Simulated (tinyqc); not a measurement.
# Worked calculation: one level coupled to a phonon between two leads, self-consistent Born approximation

Numbers from tinyqc (`OMP_NUM_THREADS=1 python tinyqc.py 2720131 2720132 out.jsonl`; about 0.08 s on one thread of a shared Intel Xeon 2.30GHz). Printed values are rounded.

Wide-band leads with mu_L = +V/2 and mu_R = -V/2; phonons in equilibrium, Nq = 1/(exp(w0/kB T) - 1). Scattering links only energies that differ by w0, so a ladder E_k = E1 + k w0 closes on itself; terms that reach past its ends are dropped. Gn and Gp are the electron and hole parts of the spectral function A = Gn + Gp.

Inputs (values chosen for the exercise):
- T = 300 K (temperature of leads and phonons)
- w0 = 20 meV (phonon energy)
- ed = 10 meV (level)
- GL = 12 meV (coupling to the left lead)
- GR = 2.6 meV (coupling to the right lead)
- M = 3.4 meV (electron-phonon matrix element)
- V = 43 mV (bias)
- nr = 6 (rungs of the ladder shown)
- E1 = -29 meV (lowest rung)

Constants: q = 1.602176634e-19 C, kB = 1.380649e-23 J/K, Vt = kB T/q. Results are converted to the units shown.

Range of the model: The self-consistent Born approximation keeps only non-crossing phonon lines and no Hartree shift; it is rough once the coupling nears the phonon energy.

## The ladder and the first Green functions

|G|^2 = 1/[(E - ed)^2 + (GL + GR + Sin + Sout)^2/4], Gn = |G|^2 (GL fL + GR fR + Sin), Gp = |G|^2 (GL (1 - fL) + GR (1 - fR) + Sout), f = 1/(1 + exp((E - mu)/kB T)). On a single ladder the real part of the phonon self-energy, which needs all energies, is left out. At the start Sin = Sout = 0.

E, rung 0 to 5 (meV): [-29, -9, 11, 31, 51, 71]
fL, rung 0 to 5: [0.8758199, 0.7649105, 0.6001663, 0.4091510, 0.2421164, 0.1284487]
fR, rung 0 to 5: [0.5720238, 0.3814209, 0.2214638, 0.1160078, 0.05708551, 0.02717096]
Gn, rung 0 to 5 (1/meV): [0.007620642, 0.02454952, 0.1432640, 0.01054327, 0.001760847, 4.271077e-4]
Gp, rung 0 to 5 (1/meV): [0.001653380, 0.01069149, 0.1256622, 0.01899405, 0.006657583, 0.003441169]
Nq = 0.8564355

## Iteration 1: scattering functions

Sin(E) = M^2 [(Nq + 1) Gn(E + w0) + Nq Gn(E - w0)], Sout(E) = M^2 [(Nq + 1) Gp(E - w0) + Nq Gp(E + w0)]. Nq = 1/(exp(w0/kB T) - 1).

Sin, rung 0 to 5 (meV): [0.5268424, 3.149949, 0.4693126, 1.456158, 0.1135484, 0.01743308]
Sout, rung 0 to 5 (meV): [0.1058500, 1.279587, 0.4174923, 2.762672, 0.4416887, 0.1428744]

## Iteration 1: Green functions

|G|^2 = 1/[(E - ed)^2 + (GL + GR + Sin + Sout)^2/4], Gn = |G|^2 (GL fL + GR fR + Sin), Gp = |G|^2 (GL (1 - fL) + GR (1 - fR) + Sout), f = 1/(1 + exp((E - mu)/kB T)). On a single ladder the real part of the phonon self-energy, which needs all energies, is left out.

Gn after iteration 1, rung 0 to 5 (1/meV): [0.007931522, 0.02950091, 0.1352867, 0.01259136, 0.001821981, 4.315921e-4]
Gp after iteration 1, rung 0 to 5 (1/meV): [0.001715475, 0.01264358, 0.1187608, 0.02294691, 0.006895840, 0.003477940]

## Iteration 2: scattering functions

As before.

Sin, rung 0 to 5 (meV): [0.6331011, 2.981831, 0.5622861, 1.378492, 0.1339215, 0.01803833]
Sout, rung 0 to 5 (meV): [0.1251764, 1.212593, 0.4985197, 2.616925, 0.5268827, 0.1479875]

## Iteration 2: Green functions

As before.

Gn after iteration 2, rung 0 to 5 (1/meV): [0.007993954, 0.02927271, 0.1338371, 0.01249399, 0.001832854, 4.317476e-4]
Gp after iteration 2, rung 0 to 5 (1/meV): [0.001726664, 0.01255704, 0.1174788, 0.02276150, 0.006941642, 0.003479255]

## Course of the iteration

Repeat until no Sin or Sout changes by more than 1e-9 meV.

Course of the iteration:
```
iteration  largest Sin + Sout (meV)  largest change (meV)
1                          4.429536                  3.15
2                          4.194424                 0.168
3                          4.151482                0.0305
4                          4.153437               1.38e-3
5                          4.153802               2.60e-4
6                          4.153786               1.22e-5
7                          4.153782               2.19e-6
8                          4.153783               9.65e-8
9                          4.153783               1.89e-8
10                         4.153783              9.21e-10
```

Converged in 10 iterations; the change shrinks by about 0.084 a step.

## Currents on the rungs

converged Gn, rung 0 to 5 (1/meV): [0.007990581, 0.02923328, 0.1339143, 0.01247721, 0.001832253, 4.317736e-4]
converged Gp, rung 0 to 5 (1/meV): [0.001726081, 0.01254148, 0.1175486, 0.02272858, 0.006939133, 0.003479494]

Spectral currents into the level: iL = GL [fL Gp - (1 - fL) Gn], iR = GR [fR Gp - (1 - fR) Gn].

iL, rung 0 to 5: [0.0062336, 0.0326481, 0.2040629, 0.0231273, 0.0034973, 0.0008475]
iR, rung 0 to 5: [-0.0063243, -0.0345787, -0.2033833, -0.0218220, -0.0034620, -0.0008463]
iL + iR, rung 0 to 5 (in units of 1e-3): [-0.090715, -1.930644, 0.679522, 1.305316, 0.035341, 0.001180]
sum of iL = 0.2704166

On a single rung iL + iR need not vanish (largest 0.0019), since phonons move electrons between rungs; summed over the ladder it does.
